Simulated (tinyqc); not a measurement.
# Ferroelectric hysteresis, discrete Preisach model: First-order reversal: partial erase after a full write

16 bistable elements (j, k) switch to +1 when V reaches u_j and to -1 when V falls to -u_k, and keep their state between. P = Ps sum w_jk s_jk. All elements start at -1. No time dependence and no dielectric part.

w_jk is proportional to exp[-(a_j^2 + a_k^2 - 2 cr a_j a_k)/(2 (1 - cr^2))], a_j = (u_j - Vc)/sg, and the weights sum to one. Sequence: +4 V, then -Vr (state P1), then +Vr (state P2), then -Vr again (P3).

Parameters, values chosen for the exercise:
```
symbol,value,unit,meaning
Ps,11,uC/cm^2,saturation polarisation
Vc,1.9,V,mean coercive voltage
sg,0.85,V,spread of the switching voltages
up,"[0.5, 1.5, 2.5, 3.5]",V,list of the u_j
cr,0.8,,correlation of up and down voltages
```

First-order reversal: partial erase after a full write:
```
Vr (V)  P1 (uC/cm^2)  P2 (uC/cm^2)  P3 (uC/cm^2)
0              11.00         11.00         11.00
1               8.40         10.21          8.40
2              -1.06          9.55         -1.06
3              -9.28         10.42         -9.28
4             -11.00         11.00        -11.00
```

P1 falls from 11.0 to -11.0 uC/cm^2; the largest single drop, 9.46 uC/cm^2, comes between Vr = 1 and 2 V. P3 equals P1 in every row: a minor loop closes on itself (return-point memory). The height P2 - P1 of the minor loop goes from 1.81 uC/cm^2 at Vr = 1 V to 22.0 at full amplitude.

Computed by the program tinyqc: `OMP_NUM_THREADS=1 python tinyqc.py 2860142 2860143 out.jsonl`, one thread of a shared Intel Xeon 2.30GHz, about 0.01 s for the whole run.
